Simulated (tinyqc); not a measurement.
Worked calculation: k.p values derived from sp3s* tight binding at Gamma. Values are carried at full precision from step to step, so a last printed digit may differ when a step is redone from the rounded ones.

At Gamma the states are two-level mixtures: s-like S+ (upper) and S- (lower) from [[Esa, Vss], [Vss, Esc]], p-like P- (valence) and P+ from [[Epa, Vxx], [Vxx, Epc]], and the bare s* levels. With real k in 1/angstrom and kz = 0, the phase sums over the four bonds are g0 = 1 - (a k/4)^2/2, g1 = i a kx/4, g3 = -(a/4)^2 kx ky to second order. Each mixture is written (anion, cation) with the anion part positive. c = hbar^2/2m0. No spin-orbit coupling.

Constants: hbar^2/2m0 = 3.80998211 eV angstrom^2.

Parameters, chosen for this exercise (near a published set for GaAs, fitted to gaps, whose masses and valley positions are rough; not measured data):
```
symbol  value   unit      meaning
Esa     -8.362  eV        s level of the anion
Esc     -2.659  eV        s level of the cation
Epa     1.042   eV        p level of the anion
Epc     3.667   eV        p level of the cation
Vss     -6.475  eV        s-s
Vxx     1.963   eV        px-px
a       5.648   angstrom  lattice constant
Vsapc   4.465   eV        s anion, p cation
Vscpa   5.812   eV        s cation, p anion
Vxapc   4.855   eV        s* anion, p cation
Vpaxc   4.828   eV        p anion, s* cation
Exa     8.551   eV        s* level of the anion
Exc     6.71    eV        s* level of the cation
Vxy     5.072   eV        px-py
```

## States at Gamma

Solve the two blocks.

States:
```
state    E (eV)  anion part  cation part
S-     -12.5856     0.83757      0.54634
P-      -0.0069     0.88199     -0.47126
S+       1.5646     0.54634     -0.83757
P+       4.7159     0.47126      0.88199
```

## Linear terms and the Kane energy

<s state|dH/dkx|x state> = i P with P = (a/4)(sa pc Vsapc + sc pa Vscpa), sa, sc and pa, pc being the parts of the two states; for s* on the anion P = (a/4) pc Vxapc, on the cation (a/4) pa Vpaxc. Ep = P^2/c for S+ to P-.

Couplings:
```
pair       P (eV angstrom)  E(first) - E(second) (eV)
S+ to P-           -7.6856                     1.5714
S+ to P+           -0.2013                    -3.1513
S- to P-            1.4659                   -12.5787
s*a to P-          -3.2306                     8.5579
s*c to P-           6.0127                     6.7169
```

Ep = 15.504 eV

The two terms of S+ to P- have the same sign and add: S+ and P- both change sign from anion to cation. An on-site momentum element between s and p, which real atoms have, is absent from this model.

## Electron mass

m0/m = [<S+|d2H/dkx^2|S+>/2 + sum P^2/(E(S+) - E(P))]/c over P- and P+, with the direct term -(a/4)^2 sa sc Vss.

parts of m0/m: direct -1.550, from P- 9.866, from P+ -0.003

mass = 0.1203 m0

The valence band supplies 119 % of m0/m; the direct term, which stands in for the free-electron 1, is -1.55. Sets of this kind were fitted to gaps and often give too heavy a mass, by up to a factor of two.

## Valence parameters L, M, N and the Luttinger values

Direct terms d0 = -(a/4)^2 pa pc Vxx, dN = -2 (a/4)^2 pa pc Vxy for P-. F = sum P^2/(E(P-) - E(s)) over S+, S-, s*a, s*c. The y state of P- couples to the z state of P+ through Q = (a/4) Vxy (pa p'c - pc p'a), primes for P+, and H1 = Q^2/(E(P-) - E(P+)). L = d0 + F, M = d0 + H1, N = dN + F + H1; g1 = -(L + 2M)/(3c), g2 = -(L - M)/(6c), g3 = -N/(6c).

d0, dN, F, Q, H1 (eV angstrom^2; Q in eV angstrom): 1.6267  8.4063  -44.0201  7.1617  -10.8601

L, M, N (eV angstrom^2): -42.393  -9.233  -46.474

g1, g2, g3: 5.325  1.451  2.033

Along [100] the masses without spin-orbit coupling are c/|L| = 0.090 (one band) and c/|M| = 0.413 (two bands).

## Checks

- Electron mass against a finite difference of the full bands: both 0.1203.
- L and M against finite differences along [100]: largest relative difference 2.2e-05.
- Lowest curvature along [111], (L + 2M + 2N)/3, against a finite difference: -51.269 against -51.268.

Run: tinyqc, `OMP_NUM_THREADS=1 python tinyqc.py 1451546 1451547 out.jsonl`; Intel(R) Xeon(R) Processor @ 2.30GHz, one thread, shared host; about 0.01 s of CPU time with all checks.
